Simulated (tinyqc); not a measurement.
Worked calculation: UHF in the 6-311g basis, for H-, spin multiplicity 1. The basis has no diffuse functions, so it cannot describe the extra electron: this is an exercise in the method, not the real anion. Computed by tinyqc, a small Python program that keeps every step (integrals from PySCF). Settings: charge = -1, multiplicity = 1, basis = 6-311g, energy threshold = 1e-08, iteration cap = 74, orthogonalisation = symmetric, start = core, DIIS depth = 8, method = UHF, break = 0.4. Command: `OMP_NUM_THREADS=1 python tinyqc.py 20610 20611 out.jsonl` (the two numbers bound the seeds that draw the settings). One thread of a shared host (Intel(R) Xeon(R) Processor @ 2.60GHz), about 0.08 s of CPU time with the checks. Later iterations appear only in the table of the cycle.

## One-electron integrals

Geometry (angstrom):

| atom | x | y | z |
|---|---|---|---|
| H | 0.0000 | 0.0000 | 0.0000 |

Basis 6-311g: exponents (1/bohr^2) and contraction coefficients of normalised primitives:

| element | l (shell) | exponent | coefficient |
|---|---|---|---|
| H | s (1) | 33.8650 | 0.0255 |
| H | s (1) | 5.0948 | 0.1904 |
| H | s (1) | 1.1588 | 0.8522 |
| H | s (2) | 0.3258 | 1.0000 |
| H | s (3) | 0.1027 | 1.0000 |

Overlap, kinetic and nuclear-attraction integrals over the contracted functions; the nuclear repulsion is the sum of Za Zb / Rab.

nuclear repulsion = 0 hartree

overlap S, lower triangle:
```
        1H 1s   1H 2s   1H 3s
1H 1s  1.0000
1H 2s  0.7064  1.0000
1H 3s  0.3737  0.7890  1.0000
```

kinetic energy T (hartree), lower triangle:
```
        1H 1s   1H 2s   1H 3s
1H 1s  2.3043
1H 2s  0.5491  0.4888
1H 3s  0.1063  0.1849  0.1541
```

nuclear attraction V (hartree), lower triangle:
```
         1H 1s    1H 2s    1H 3s
1H 1s  -2.1111
1H 2s  -1.0607  -0.9109
1H 3s  -0.5150  -0.5828  -0.5115
```

core Hamiltonian H = T + V (hartree), lower triangle:
```
         1H 1s    1H 2s    1H 3s
1H 1s   0.1933
1H 2s  -0.5116  -0.4221
1H 3s  -0.4086  -0.3979  -0.3574
```

## Two-electron integrals

Functions are numbered as in S; the eight-fold symmetry (ij|kl) = (ji|kl) = (kl|ij) leaves the list below.

Two-electron integrals (ij|kl) in chemists' order, unique and non-zero (hartree):
```
(11|11) 1.3930   (21|11) 0.8230   (21|21) 0.5097   (22|11) 0.8229
(22|21) 0.5430   (22|22) 0.6441   (31|11) 0.4113   (31|21) 0.2578
(31|22) 0.2799   (31|31) 0.1308   (32|11) 0.5437   (32|21) 0.3658
(32|22) 0.4527   (32|31) 0.1898   (32|32) 0.3251   (33|11) 0.4940
(33|21) 0.3401   (33|22) 0.4460   (33|31) 0.1780   (33|32) 0.3318
(33|33) 0.3617
```

## Orthogonalisation

S = U s U^T; symmetric (Loewdin) form X = U s^(-1/2) U^T, so that X^T S X = 1.

eigenvalues of S: 0.1092  0.6294  2.2614

X, lower triangle:
```
         1H 1s    1H 2s   1H 3s
1H 1s   1.3660
1H 2s  -0.7285   2.0456
1H 3s   0.1796  -0.9056  1.5398
```

## Starting guess

The start is the orbitals of the core Hamiltonian, with HOMO and LUMO mixed by +/-0.4 rad for the two spins; D(s) = C_occ C_occ^T for each spin.

D(alpha) at the start, lower triangle:
```
         1H 1s    1H 2s   1H 3s
1H 1s   0.0262
1H 2s  -0.0040   0.0006
1H 3s   0.1536  -0.0232  0.9006
```

D(beta) at the start, lower triangle:
```
         1H 1s    1H 2s   1H 3s
1H 1s   0.0765
1H 2s   0.2634   0.9069
1H 3s  -0.0671  -0.2309  0.0588
```

## Iteration 1: building the Fock matrix

J_ij = sum D_kl (ij|kl) with D = D(alpha) + D(beta), K_ij = sum D_kl (ik|jl) for each spin; F = H + J - K(s); E = tr D H + tr D J / 2 - 0.5 sum_s tr D(s) K(s) + E_nn.

Coulomb J (hartree), lower triangle:
```
        1H 1s   1H 2s   1H 3s
1H 1s  1.5859
1H 2s  1.0269  1.1972
1H 3s  0.5270  0.8424  0.8412
```

exchange K(alpha) (hartree), lower triangle:
```
        1H 1s   1H 2s   1H 3s
1H 1s  0.2625
1H 2s  0.2957  0.3936
1H 3s  0.2519  0.3668  0.3672
```

exchange K(beta) (hartree), lower triangle:
```
        1H 1s   1H 2s   1H 3s
1H 1s  0.8360
1H 2s  0.7149  0.6703
1H 3s  0.4206  0.4063  0.2491
```

F(alpha) (hartree), lower triangle:
```
         1H 1s   1H 2s   1H 3s
1H 1s   1.5167
1H 2s   0.2196  0.3814
1H 3s  -0.1335  0.0777  0.1167
```

F(beta) (hartree), lower triangle:
```
         1H 1s   1H 2s   1H 3s
1H 1s   0.9432
1H 2s  -0.1996  0.1047
1H 3s  -0.3022  0.0382  0.2348
```

total energy of this density = -0.321385 hartree

## Iteration 1: diagonalisation and new density

Diagonalise F' = X^T F X, C = X C', fill 1 alpha and 1 beta electrons from the bottom; D(s) = C_occ C_occ^T. Each column has its largest component positive (the first on a tie).

F' = X^T F X (alpha) (hartree), lower triangle:
```
         1        2       3
1   2.5133
2  -1.1039   1.3780
3  -0.0294  -0.3621  0.2764
```

orbital energies (alpha) (hartree): MO1 0.0950, MO2 0.8765, MO3 3.1962

coefficients C (alpha):
```
           MO1      MO2      MO3
1H 1s   0.1284   0.0463  -1.5525
1H 2s  -0.0781   1.5749   1.7461
1H 3s   1.0096  -1.3004  -0.7163
```

F' = X^T F X (beta) (hartree), lower triangle:
```
         1        2       3
1   2.0620
2  -1.3437   1.1858
3  -0.0562  -0.3099  0.4642
```

orbital energies (beta) (hartree): MO1 0.0247, MO2 0.6428, MO3 3.0445

coefficients C (beta):
```
          MO1      MO2      MO3
1H 1s  0.2382  -0.0398  -1.5397
1H 2s  0.5751  -1.3439   1.8435
1H 3s  0.3019   1.5974  -0.7619
```

D(alpha) after iteration 1, lower triangle:
```
         1H 1s    1H 2s   1H 3s
1H 1s   0.0165
1H 2s  -0.0100   0.0061
1H 3s   0.1296  -0.0789  1.0192
```

D(beta) after iteration 1, lower triangle:
```
        1H 1s   1H 2s   1H 3s
1H 1s  0.0568
1H 2s  0.1370  0.3308
1H 3s  0.0719  0.1736  0.0911
```

## Iteration 2: building the Fock matrix

As before.

Coulomb J (hartree), lower triangle:
```
        1H 1s   1H 2s   1H 3s
1H 1s  1.4056
1H 2s  0.9235  1.1090
1H 3s  0.4762  0.7917  0.8090
```

exchange K(alpha) (hartree), lower triangle:
```
        1H 1s   1H 2s   1H 3s
1H 1s  0.2088
1H 2s  0.2499  0.3562
1H 3s  0.2216  0.3465  0.3628
```

exchange K(beta) (hartree), lower triangle:
```
        1H 1s   1H 2s   1H 3s
1H 1s  0.6338
1H 2s  0.5960  0.6303
1H 3s  0.4073  0.4551  0.3408
```

F(alpha) (hartree), lower triangle:
```
         1H 1s   1H 2s   1H 3s
1H 1s   1.3900
1H 2s   0.1620  0.3306
1H 3s  -0.1540  0.0473  0.0889
```

F(beta) (hartree), lower triangle:
```
         1H 1s    1H 2s   1H 3s
1H 1s   0.9651
1H 2s  -0.1841   0.0566
1H 3s  -0.3397  -0.0613  0.1109
```

total energy of this density = -0.433521 hartree

## Iteration 2: DIIS over 2 matrices

error matrix X^T (FDS - SDF) X (alpha):
```
        1        2        3
1  0.0000  -0.0062  -0.0179
2  0.0062   0.0000  -0.0103
3  0.0179   0.0103   0.0000
```

B (overlaps of the stored error matrices):
```
               1              2
1  1.0149730e-01  3.7475146e-02
2  3.7475146e-02  1.9448343e-02
```

Minimise |sum c_i e_i|^2 with sum c_i = 1: solve [B -1; -1 0][c; lambda] = [0; -1] with B_ij = tr e_i^T e_j summed over both spins, and take F = sum c_i F_i.

DIIS coefficients: -0.3919  1.3919

extrapolated F(alpha) (hartree), lower triangle:
```
         1H 1s   1H 2s   1H 3s
1H 1s   1.3404
1H 2s   0.1394  0.3107
1H 3s  -0.1621  0.0353  0.0780
```

extrapolated F(beta) (hartree), lower triangle:
```
         1H 1s    1H 2s   1H 3s
1H 1s   0.9736
1H 2s  -0.1780   0.0377
1H 3s  -0.3544  -0.1003  0.0623
```

## Iteration 2: diagonalisation and new density

As before.

F' = X^T F X (alpha) (hartree), lower triangle:
```
         1        2       3
1   2.3024
2  -1.0880   1.3152
3  -0.0269  -0.3681  0.2495
```

orbital energies (alpha) (hartree): MO1 0.0521, MO2 0.8000, MO3 3.0150

coefficients C (alpha):
```
           MO1      MO2      MO3
1H 1s   0.1390   0.0829  -1.5501
1H 2s  -0.0335   1.5300   1.7870
1H 3s   0.9678  -1.3155  -0.7457
```

F' = X^T F X (beta) (hartree), lower triangle:
```
         1        2       3
1   2.0455
2  -1.2452   1.1599
3  -0.1038  -0.4098  0.3516
```

orbital energies (beta) (hartree): MO1 -0.0833, MO2 0.7070, MO3 2.9333

coefficients C (beta):
```
          MO1      MO2      MO3
1H 1s  0.2106  -0.0760  -1.5423
1H 2s  0.3653  -1.4240   1.8369
1H 3s  0.5540   1.5265  -0.7656
```

D(alpha) after iteration 2, lower triangle:
```
         1H 1s    1H 2s   1H 3s
1H 1s   0.0193
1H 2s  -0.0047   0.0011
1H 3s   0.1346  -0.0324  0.9367
```

D(beta) after iteration 2, lower triangle:
```
        1H 1s   1H 2s   1H 3s
1H 1s  0.0444
1H 2s  0.0769  0.1334
1H 3s  0.1167  0.2024  0.3070
```

## Iteration 7 (converged): orbitals

converged F(alpha) (hartree), lower triangle:
```
         1H 1s    1H 2s   1H 3s
1H 1s   1.1540
1H 2s  -0.0215   0.1699
1H 3s  -0.2620  -0.0383  0.0640
```

converged F(beta) (hartree), lower triangle:
```
         1H 1s    1H 2s   1H 3s
1H 1s   1.1540
1H 2s  -0.0215   0.1699
1H 3s  -0.2620  -0.0383  0.0640
```

As before.

F' = X^T F X (alpha) (hartree), lower triangle:
```
         1        2       3
1   2.1698
2  -1.1643   1.2359
3  -0.0681  -0.3924  0.2971
```

orbital energies (alpha) (hartree): MO1 -0.0037, MO2 0.7390, MO3 2.9676

coefficients C (alpha):
```
          MO1      MO2      MO3
1H 1s  0.1750   0.0850  -1.5463
1H 2s  0.1747   1.4880   1.8140
1H 3s  0.7648  -1.4374  -0.7566
```

F' = X^T F X (beta) (hartree), lower triangle:
```
         1        2       3
1   2.1699
2  -1.1643   1.2360
3  -0.0681  -0.3924  0.2971
```

orbital energies (beta) (hartree): MO1 -0.0037, MO2 0.7390, MO3 2.9676

coefficients C (beta):
```
          MO1      MO2      MO3
1H 1s  0.1750   0.0850  -1.5463
1H 2s  0.1747   1.4881   1.8140
1H 3s  0.7648  -1.4374  -0.7566
```

D(alpha) after iteration 7, lower triangle:
```
        1H 1s   1H 2s   1H 3s
1H 1s  0.0306
1H 2s  0.0306  0.0305
1H 3s  0.1338  0.1336  0.5848
```

D(beta) after iteration 7, lower triangle:
```
        1H 1s   1H 2s   1H 3s
1H 1s  0.0306
1H 2s  0.0306  0.0305
1H 3s  0.1338  0.1336  0.5849
```

## Convergence

Stop when the energy changes by less than 1e-08 hartree and every element of the error matrix X^T (F D S - S D F) X (for each spin) is below 3e-05.

Course of the cycle:

| iteration | E (hartree) | change | largest element of the error matrix |
|---|---|---|---|
| 1 | -0.321385 | - | 1.43e-01 |
| 2 | -0.433521 | -1.12e-01 | 6.58e-02 |
| 3 | -0.456625 | -2.31e-02 | 2.76e-02 |
| 4 | -0.465248 | -8.62e-03 | 1.03e-02 |
| 5 | -0.466672 | -1.42e-03 | 2.36e-04 |
| 6 | -0.466672 | -2.82e-07 | 2.54e-05 |
| 7 | -0.466672 | -1.09e-09 | 3.63e-06 |

PySCF UHF in the same basis, after a stability check = -0.466672 hartree

Converged in 7 iterations.

## Populations

Mulliken: Z minus the diagonal of D S on the atom; Loewdin: the same with S^(1/2) D S^(1/2).

Charges (e):

| atom | Mulliken | Loewdin | Mulliken spin |
|---|---|---|---|
| 1H | -1.0000 | -1.0000 | 0 |

<S^2> of the determinant (pure state: 0) = 5.88e-10
